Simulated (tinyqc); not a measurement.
One share for all, or one for each: linear model of a band gap against the share of exact exchange.

E(alpha) = E0 + S alpha. A wider gap screens less, modelled in the Penn form eps(alpha) = 1 + (e0 - 1)(EP/(EP + S alpha))^2 with a scale EP chosen for the exercise. A dielectric-dependent hybrid takes alpha = 1/eps.

Errors of the gap (eV) against each target; e0, EP, S and the gaps are values chosen for the exercise.

Results:
```
case          E0 (eV)  S (eV)     e0  EP (eV)  target Et (eV)  alpha needed  error, alpha = 0  error, 0.25  error, self-consistent
like Si          0.62    4.58  12.87      9.4            1.18         0.122             -0.56         0.58                   -0.18
like InP         0.66    5.16  10.08      9.7            1.40         0.143             -0.74         0.55                   -0.17
like diamond     4.16    7.81   6.33     26.6            5.41         0.160             -1.25         0.70                    0.09
like TiO2        1.83    8.10   8.47     13.2            3.24         0.174             -1.41         0.61                   -0.31
like MgO         4.70   10.64   3.36     24.5            7.83         0.294             -3.13        -0.47                    0.72
like SiC         2.18    6.59   6.93     18.7            3.25         0.162             -1.07         0.58                   -0.03
like SiO2        5.75   10.47   2.51     32.2            8.86         0.297             -3.11        -0.49                    1.79
```

What does the comparison show?

Mean absolute errors: 1.61, 0.57 and 0.47 eV for alpha = 0, 0.25 and the self-consistent value. A fixed quarter overshoots for Si, InP, diamond, TiO2 and SiC and falls short for MgO and SiO2; the alpha needed runs between 0.122 and 0.297 and its correlation with 1/e0 over these cases is 0.96.

(tinyqc, `OMP_NUM_THREADS=1 python tinyqc.py 1880999 1881000 out.jsonl`, Intel(R) Xeon(R) Processor @ 2.30GHz, 1 thread, shared host, about 0.01 s.)
